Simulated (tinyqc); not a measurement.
Threshold of a short bulk MOSFET: charge sharing, barrier lowering, narrow width: two steps of the calculation.

n-channel device on a p-type body, depletion approximation, full ionisation. Uniform doping N = Na. Vbi from Boltzmann statistics is rough for the degenerate source. Cox = eps0 eox/tox.

Inputs (values chosen for the exercise); band and dielectric values close to those of silicon: temperature T = 350 K; band gap Eg = 1.13 eV; relative permittivity eps_r = 11.8; conduction-band density of states at T Nc = 3.57e19 cm^-3; valence-band density of states at T Nv = 3.35e19 cm^-3; relative permittivity of the gate insulator (close to hafnium oxide) eox = 22.3; insulator thickness tox = 26 nm; channel doping Na = 1e18 cm^-3; source and drain doping Nsd = 1e20 cm^-3; flat-band voltage for the doping Na Vfb = -0.74 V; junction depth xj = 14 nm; body-source voltage Vbs = -1 V; drain-source voltage Vds = 0.5 V; gate width W = 200 nm; shape factor of the fringing depletion at the width edges xw = 0.7854; channel length L = 110 nm.

Constants: q = 1.602176634e-19 C, kB = 1.380649e-23 J/K, Vt = kB T/q, eps0 = 8.8541878128e-14 F/cm where lengths are in cm. Results are converted to the units shown.

Problem 1. Long-channel threshold and scales. ni = sqrt(Nc Nv) exp(-Eg/(2 Vt)), Eg in volts; 2 pB = 2 Vt ln(N/ni); flat band Vfb - Vt ln(N/Na); Wd = sqrt(2 eps0 eps_r (2 pB - Vbs)/(q N)); body term q N Wd/Cox; long-channel VT0 = flat band + 2 pB + body term; Vbi = Vt ln(N Nsd/ni^2); scale length l = sqrt((eps_r/eox) tox Wd).

Find: N; 2 pB; flat band; Wd; body term; VT0; Vbi; l.

Solution 1.

N = 1.000e18 cm^-3
2 pB = 0.9163 V
flat band = -0.7400 V
Wd = 49.99 nm
body term = 1.055 V
VT0 = 1.231 V
Vbi = 1.055 V
l = 26.23 nm

Problem 2. Short-channel and narrow-width shifts. Charge sharing (trapezoid; it ignores Vds): F = (xj/L)(sqrt(1 + 2 Wd/xj) - 1), lowering = body term times F. Barrier lowering: th = exp(-L/(2 l)) + 2 exp(-L/l), lowering = th [2 (Vbi - 2 pB) + Vds], DIBL = th. Narrow width: rise = body term times xw Wd/W. VT by each model = VT0 - lowering + rise.

2 pB = 0.91626052 V
Wd = 49.992223 nm
body term = 1.0547089 V
VT0 = 1.2309694 V
Vbi = 1.0551555 V
l = 26.225663 nm

Find: F; lowering by charge sharing; th; lowering of the barrier; DIBL; narrow-width rise; VT, charge sharing; VT, barrier lowering.

Solution 2.

F = 0.2359
lowering by charge sharing = 248.8 mV
th = 0.1530
lowering of the barrier = 119.0 mV
DIBL = 153.0 mV/V
narrow-width rise = 207.1 mV
VT, charge sharing = 1.189 V
VT, barrier lowering = 1.319 V

L is 4.19 scale lengths. The charge-sharing lowering is 2.09 times the barrier lowering; the first falls off as 1/L and the second exponentially. Both describe the same loss of gate control, so they are alternatives and are not added.

Numbers from tinyqc (`OMP_NUM_THREADS=1 python tinyqc.py 2002122 2002123 out.jsonl`; about 0.01 s on one thread of a shared Intel Xeon 2.30GHz).
